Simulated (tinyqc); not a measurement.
Worked calculation: fitting sp3s* parameters to three gaps by Newton steps. Values are carried at full precision from step to step, so a last printed digit may differ when a step is redone from the rounded ones.

sp3s* tight binding, nearest neighbours only: anion (a) at 0, cation (c) at a/4 (1,1,1), orbitals s, px, py, pz, s* on each; k in units of 2 pi/a. With phases e_j = exp(i (pi/2) k.n_j) for n = (1,1,1), (1,-1,-1), (-1,1,-1), (-1,-1,1): g0 = (e1+e2+e3+e4)/4, g1 = (e1+e2-e3-e4)/4, g2 = (e1-e2+e3-e4)/4, g3 = (e1-e2-e3+e4)/4. The diagonal holds the levels Esa, Epa, Exa (s*) and Esc, Epc, Exc. Anion-cation block: <sa|sc> = Vss g0; <sa|xc> = Vsapc g1; <xa|sc> = -Vscpa g1; <xa|xc> = Vxx g0; <xa|yc> = <ya|xc> = Vxy g3, <xa|zc> = <za|xc> = Vxy g2, <ya|zc> = <za|yc> = Vxy g1; <s*a|xc> = Vxapc g1; <xa|s*c> = -Vpaxc g1; y and z take g2 and g3 in place of g1; s-s* and s*-s* vanish.

Gaps are level 5 at Gamma, X = (1,0,0) and L = (1/2,1/2,1/2) less level 4 at Gamma; no spin-orbit coupling. Free parameters: Vss, Vxapc and Vpaxc. H is linear in them, so by Hellmann-Feynman J_ij = <u|dH/dp_j|u> for level 5 at point i less the same for level 4 at Gamma. Newton: p(new) = p + J^-1 (target - gaps); stop when all misses are below 1e-7 eV.

Parameters, chosen for this exercise (out of a larger set: near a published set for InAs, fitted to gaps, whose masses and valley positions are rough; not measured data): p = (-9.568, 0.906, -2.69, 3.705, 7.382, 6.717, -5.672, 1.861, 4.457, 3.032, 5.389, 3.352, 3.952) eV (start, order Esa, Epa, Esc, Epc, Exa, Exc, Vss, Vxx, Vxy, Vsapc, Vscpa, Vxapc, Vpaxc); tg = (0.6774, 2.4167, 1.4308) eV (target gaps at Gamma, X, L).

## Gaps of the starting set

Compute the gaps and the misses.

gaps (eV): Gamma 0.5271, X 2.3021, L 1.3950

target less gap (eV): Gamma 0.1503, X 0.1146, L 0.0358

## The Jacobian

Form J and its singular values.

J:
```
           Vss    Vxapc    Vpaxc
Gamma  -0.8551   0.0000   0.0000
X       0.0000  -0.8776   0.0000
L      -0.1768  -0.2449  -0.1419
```

singular values: 0.9238  0.8611  0.1339

The gap at Gamma answers to Vss. The condition number is 6.9.

## The first Newton step

Solve J dp = target less gap; the columns of J are Vss, Vxapc and Vpaxc.

dp (eV): Vss -0.176, Vxapc -0.131, Vpaxc 0.192

## The iteration

Repeat with J formed anew.

Newton steps (eV):
```
i      Vss   Vxapc   Vpaxc   Gamma       X       L  largest miss
0  -5.6720  3.3520  3.9520  0.5271  2.3021  1.3950          0.15
1  -5.8477  3.2214  4.1443  0.6780  2.4163  1.4283        0.0025
2  -5.8470  3.2210  4.1282  0.6774  2.4167  1.4308       4.9e-06
3  -5.8470  3.2210  4.1282  0.6774  2.4167  1.4308       2.1e-11
```

Converged in 3 steps; the miss goes 0.15, 0.0025, 4.9e-06, 2.1e-11, about squaring each time once it is small. The largest change is 0.176 eV in Vpaxc, for a first miss of 0.150 eV.

## Checks

- J by Hellmann-Feynman against central differences: largest difference 2.7e-10.

tinyqc: `OMP_NUM_THREADS=1 python tinyqc.py 1482087 1482088 out.jsonl`; about 0.4 s, one thread, shared Intel(R) Xeon(R) Processor @ 2.30GHz.
